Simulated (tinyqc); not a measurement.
# Elastic trap-assisted tunnelling through a dielectric, step by step

tinyqc, about 0.05 s, one thread, Intel Xeon 2.30GHz (shared host): `OMP_NUM_THREADS=1 python tinyqc.py 2370138 2370139 out.jsonl` Printed values are rounded.

Emitter at x = 0 (Fermi level 0), collector at x = t (Fermi level -V), band edge U(x) = phi - F x, F = V/t. A trap at x has the energy E = U(x) - Et. With G(u) = (4/(3 F)) sqrt(mo/C) max(u, 0)^1.5, C = hbar^2/(2 m0): S1 = G(phi - E) - G(Et), S2 = G(Et) - G(phi - V - E), T1,2 = exp(-S1,2). The steady rate through one trap is nu T1 T2 (f1 - f2)/(T1 + T2), f1 = f(E), f2 = f(E + V), f(y) = 1/(1 + exp(y/Vt)); both contacts offer states at E.

Inputs (values chosen for the exercise); dielectric values close to those of silicon dioxide:
- T = 350 K (temperature)
- phi = 3.1 eV (barrier above the emitter Fermi level)
- mo = 0.49 m0 (tunnelling mass)
- t = 5.7 nm (thickness)
- Et = 2.79 eV (trap depth below the band edge of the dielectric)
- Nt = 2.4e17 cm^-3 (trap density)
- nu = 1e13 1/s (attempt frequency)
- n = 9 (points of the grid)
- V = 1.92 V (voltage)
- xa = 2.08 nm (left end of the grid)
- xb = 3.08 nm (right end of the grid)

Constants: q = 1.602176634e-19 C, kB = 1.380649e-23 J/K, hbar = 1.054571817e-34 J s, m0 = 9.1093837015e-31 kg, Vt = kB T/q, hbar^2/(2 m0) = 0.0380998212 eV nm^2. Results are converted to the units shown.

Range of the model: Phonon-assisted (inelastic) capture, chains of traps and a spread of trap depths are left out.

## Rate through a trap near the best position

n equally spaced x from xa to xb, where nearly all of the current flows; J = q Nt times the integral of the rate, by Simpson's rule.

```
point   x (nm)     E (eV)       S1       S2   f1 - f2  rate (1/s)
0      2.08000  -0.390632  26.4235  38.2117  0.999998  2.54024e-4
1      2.20500  -0.432737  28.1036  37.0806  0.999999  7.87146e-4
2      2.33000  -0.474842  29.7938  35.9346   1.00000  0.00247094
3      2.45500  -0.516947  31.4939  34.7740   1.00000  0.00761755
4      2.58000  -0.559053  33.2039  33.5988   1.00000   0.0152940
5      2.70500  -0.601158  34.9238  32.4094   1.00000  0.00629481
6      2.83000  -0.643263  36.6536  31.2058   1.00000  0.00120143
7      2.95500  -0.685368  38.3930  29.9883   1.00000  2.11846e-4
8      3.08000  -0.727474  40.1422  28.7569   1.00000  3.68513e-5
```

J = 1.56804e-11 A/cm^2

A converged quadrature gives 1.643e-11 A/cm^2; this grid is 4.6 % below that. The rate peaks at x = 2.58 nm; traps sink below the emitter Fermi level beyond x = 0.920 nm.

## The best-placed trap against direct tunnelling

xs = 2.58 nm

At x = xs: E, S1, S2 and the occupation (T1 f1 + T2 f2)/(T1 + T2). Direct tunnelling at E = 0 has S = (4/(3 F)) sqrt(mo/C) [phi^1.5 - max(phi - V, 0)^1.5].

E = -0.559053 eV
S1 = 33.2039
S2 = 33.5988
occupation = 0.597467
S of direct tunnelling = 59.2845

The harder of the two steps has S = 33.6, 56.7 % of the direct exponent: the trap splits one long tunnelling path into two short ones.
